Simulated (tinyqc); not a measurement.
Grain growth, pinning, strength and diffusional creep of a polycrystal or thin film: one step, computed by the program tinyqc.

One mean grain size d describes the structure.

Question. Diffusional creep at T_c. Nabarro-Herring rate = 14 sigma Omega D_l/(k_B T d^2), D_l = D0 exp(-Q_l/(k_B T)); Coble rate = 14 pi sigma Omega delta D_b/(k_B T d^3), delta D_b = delta D0b exp(-Q_b/(k_B T)); they are equal at d_x = pi delta D_b/D_l.

Inputs (values chosen for the exercise, for a model solid):
```
quantity,value,unit
atomic volume Omega,20.02,angstrom^3
anneal temperature T,1436,K
lattice diffusion energy Q_l,3.9,eV
boundary diffusion energy Q_b,2.43,eV
lattice prefactor D0,0.00018,m^2/s
boundary prefactor delta D0b,2.9e-14,m^3/s
applied stress sigma,41,MPa
service temperature T_c,705,K
```

grain size d = 380.3456 nm

Constants: k_B = 1.380649e-23 J/K; k_B = 8.617333262e-05 eV/K.

Give: Nabarro-Herring rate; Coble rate; crossover size d_x; time to 1 % strain.

Answer.

Nabarro-Herring rate = 1.938e-19 1/s

Coble rate = 8.317e-12 1/s

crossover size d_x = 1.632e+07 micrometre

time to 1 % strain = 1.202e+09 s

Boundary diffusion carries the creep, by a factor 4.3e7.
